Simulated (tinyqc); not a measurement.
Comparisons within one model: strained quantum well: band edges, subbands and transparency. A value that a table varies takes the place of the one given here.

Growth on (001), barriers unstrained: tr(e) = e (2 - nu2), Z = b e (1 + nu2); Ec = Ev + Eg + ac tr(e), E_HH = Ev + av tr(e) + Z, E_LH = Ev + av tr(e) - Z (coupling to the split-off band left out).

Masses along z: me, 1/(g1 - 2 g2) for HH, 1/(g1 + 2 g2) for LH, likewise in the barrier; in the plane me, 1/(g1 + g2) for HH and 1/(g1 - g2) for LH (no mixing, which understates the hole masses away from k = 0). Level n solves k L + 2 atan[(k/m)/(kappa/mb)] = n pi, k = sqrt(m E/c), kappa = sqrt(mb (V - E)/c), c = hbar^2/2m0.

Transparency (Bernard-Duraffourg): Fc - Fv equals the lowest transition energy with n = p, n = sum m/(2 pi c) kB T ln(1 + exp((Fc - E)/kB T)) and p likewise over the listed subbands; c = hbar^2/2m0, 1/angstrom^2 = 1e16/cm^2.

Constants: hbar^2/2m0 = 3.80998211 eV angstrom^2; kB = 8.617333262e-05 eV/K; hc = 1239.841984 eV nm.

Values chosen for the exercise (near those of a GaAsP/AlGaAs well; the results hold for these values, not for the real material):
- nu2 = 0.917 (2 C12/C11)
- Eg = 1.683 eV (unstrained gap of the well)
- Ev = -0.899 eV (its valence edge)
- ac = -7.39 eV
- av = 1.27 eV (Ev moves by av tr(e))
- b = -1.92 eV (shear potential)
- Egb = 1.917 eV (gap of the barrier)
- Evb = -1 eV (its valence edge)
- L = 70 angstrom (well width)
- me = 0.0802 m0 (electron mass)
- g1 = 6.36 (gamma1)
- g2 = 1.73 (gamma2)
- meb = 0.1 m0
- g1b = 5.7
- g2b = 1.6
- T = 250 K (temperature)
- es = (-0.014, -0.008, -0.003, 0, 0.003, 0.007, 0.012) (strains)
- e = 0.0076 (strain in the plane)
- Ls = (25, 35, 50, 65, 85, 110, 150) angstrom (widths)

## Strain as a design knob

Only the strain is changed; the unstrained gap and the masses are kept.

Results:

| e (%) | wavelength (nm) | top hole | hh1 - lh1 (meV) | n_tr (1e12/cm^2) | share in top |
|---|---|---|---|---|---|
| -1.4 | 693 | hh1 | 106 | 0.677 | 0.81 |
| -0.8 | 701 | hh1 | 69 | 0.698 | 0.76 |
| -0.3 | 710 | hh1 | 37 | 0.794 | 0.61 |
| 0.0 | 716 | hh1 | 17 | 0.881 | 0.46 |
| 0.3 | 724 | lh1 | -4 | 0.982 | 0.61 |
| 0.7 | 744 | lh1 | -31 | 0.864 | 0.82 |
| 1.2 | 772 | lh1 | -65 | 0.813 | 0.94 |

How do the results move?

n_tr is largest at e = +0.3 % (0.98), where hh1 - lh1 = -4 meV and the top subband holds 61 % of the holes, and smallest, 0.68, at -1.4 %. The top hole level turns from hh to lh, and the light from TE to TM, between 0.0 and +0.3 %. The wavelength runs from 693 to 772 nm.

## Width of the well

All levels anew.

Results:

| L (angstrom) | wavelength (nm) | top hole | hh1 - lh1 (meV) | n_tr (1e12/cm^2) | share in top | n_tr/L (1e18/cm^3) |
|---|---|---|---|---|---|---|
| 25 | 692 | lh1 | -7 | 0.919 | 0.70 | 3.67 |
| 35 | 711 | lh1 | -15 | 0.884 | 0.76 | 2.53 |
| 50 | 731 | lh1 | -26 | 0.861 | 0.82 | 1.72 |
| 65 | 744 | lh1 | -33 | 0.854 | 0.84 | 1.31 |
| 85 | 755 | lh1 | -39 | 0.865 | 0.84 | 1.02 |
| 110 | 764 | lh1 | -44 | 0.914 | 0.80 | 0.83 |
| 150 | 771 | lh1 | -49 | 1.044 | 0.71 | 0.70 |

What does this show?

The wavelength tunes by 79 nm. The sheet density at transparency changes from 0.92 to 1.04, the top hole subband holding 0.70 and 0.71 of the holes at the ends, while the volume density falls by a factor 5.3. Critical thickness and carrier escape are left out.

## What each parameter does

Edge wavelength, hh1 - lh1 and n_tr. Each row changes one parameter from the base and keeps the others.

Results:

| case | wavelength (nm) | hh1 - lh1 (meV) | n_tr (1e12/cm^2) |
|---|---|---|---|
| base | 747.4 | -34.9 | 0.854 |
| L = 80 angstrom | 753.0 | -38.1 | 0.860 |
| e = 0.0056 | 736.8 | -21.2 | 0.893 |
| Eg = 1.663 eV | 755.9 | -34.9 | 0.852 |
| b = -2.21 eV | 749.2 | -42.8 | 0.839 |
| ac = -6.65 eV | 744.9 | -34.9 | 0.854 |
| me = 0.0882 m0 | 748.1 | -34.9 | 0.904 |
| g1 = 6.74 | 747.2 | -35.1 | 0.826 |
| T = 290 K | 747.4 | -34.9 | 1.018 |

What does this show?

The largest shifts from the base row, up to three for each result and ties (the steps differ in size, so this ranks the rows, not the parameters). wavelength (nm): e -10.6, Eg +8.5, L +5.5; unchanged at the printed digits by T. hh1 - lh1 (meV): e +13.7, b -7.9, L -3.2; unchanged at the printed digits by Eg, ac, me and T. n_tr (1e12/cm^2): T +0.164, me +0.050, e +0.040; unchanged at the printed digits by ac.

tinyqc: `OMP_NUM_THREADS=1 python tinyqc.py 1250722 1250723 out.jsonl`; about 0.01 s, one thread, shared Intel(R) Xeon(R) Processor @ 2.30GHz.
